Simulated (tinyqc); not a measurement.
Gap against thickness: thin (001) film in sp3s* tight binding with raised dangling bonds.

Planes alternate anion (a), cation (c) along [001], a/4 apart, starting with an anion; zero in-plane momentum; levels counted from the bulk Ev, the lower root of [[Epa, Vxx], [Vxx, Epc]]; no spin-orbit coupling. Block of s, pz, s*: from an anion to the cation above, Vss/2 (s,s), Vsapc/2 (s,z), -Vscpa/2 (z,s), Vxx/2 (z,z), Vxapc/2 (s*,z), -Vpaxc/2 (z,s*); to the cation below the same with the s-z and s*-z signs reversed. Block of u = (px + py)/sqrt2 and v = (px - py)/sqrt2: to the cation above (Vxx + Vxy)/2 for u and (Vxx - Vxy)/2 for v, to the cation below the reverse. Each surface atom has two dangling sp3 hybrids; raising both by dl adds (dl/2) [[1, t], [t, 1]] to its s, pz levels (t = -1 at the bottom face, +1 at the top) and dl to the one of u, v in whose plane the missing bonds lie (v for a bottom anion or a top cation, u for a top anion).

Inputs chosen for the exercise (near a published set for Ge, fitted to gaps, whose masses and valley positions are rough; the L valleys, lowest in Ge, lie off zero in-plane momentum and are not seen; the results hold for these values, not for the real material):
```
symbol  value                                                                                        unit      meaning
p       (-5.857, 1.61, -5.857, 1.61, 6.383, 6.383, -6.76, 1.604, 4.887, 5.486, 5.486, 5.214, 5.214)  eV        order Esa, Epa, Esc, Epc, Exa, Exc, Vss, Vxx, Vxy, Vsapc, Vscpa, Vxapc, Vpaxc
a       5.656                                                                                        angstrom  lattice constant
dp      30                                                                                           eV        value of dl for the passivated films
Ns      (7, 9, 12, 18, 25, 32, 52, 70)                                                                         numbers of planes
```

edges (eV): Gamma 0.89700, Delta 0.80025

Passivated films (finite dp, so levels can still be some meV from their limit), thickness N a/4. Highest level below mid-gap (either block) and the two lowest above it. The exponents are -d ln(shift)/d ln N between the sixth and the last film, for the valence level and for the mean of the two conduction levels.

Levels (eV):
```
N   thickness (angstrom)      Ev1     Ec1     Ec2     gap
7                   9.90  -0.6138  1.0815  1.0906  1.6953
9                  12.73  -0.4312  0.9896  1.0134  1.4208
12                 16.97  -0.2420  0.9135  0.9297  1.1554
18                 25.45  -0.1306  0.8550  0.8590  0.9856
32                 45.25  -0.0497  0.8187  0.8196  0.8684
52                 73.53  -0.0207  0.8075  0.8077  0.8282
70                 98.98  -0.0119  0.8043  0.8044  0.8162
```

Give the missing row, N = 25, thickness (angstrom) = 35.35.

Computed row:
```
N   thickness (angstrom)      Ev1     Ec1     Ec2     gap
25                 35.35  -0.0826  0.8296  0.8317  0.9122
```

exponents: valence 1.83, conduction 1.96

The gap is 1.695 eV at 9.9 angstrom and 0.816 eV at 99.0, against 0.800 eV in the bulk along this line. At 18 planes the conduction side gives 55 meV of the widening and the valence side 131 meV. A hard-walled parabolic band has exponent 2; departures come from the offset between N a/4 and the effective width, from non-parabolicity and from the termination (odd and even N end differently: in the direction of the bond rows at the two faces and, in a compound, in the kind of atom), which also makes single steps in N uneven. Ec1 and Ec2 are the doublet of the two Delta valleys along the normal.

Program tinyqc; command `OMP_NUM_THREADS=1 python tinyqc.py 1452524 1452525 out.jsonl`; about 0.4 s on one thread of a shared Intel(R) Xeon(R) Processor @ 2.30GHz.
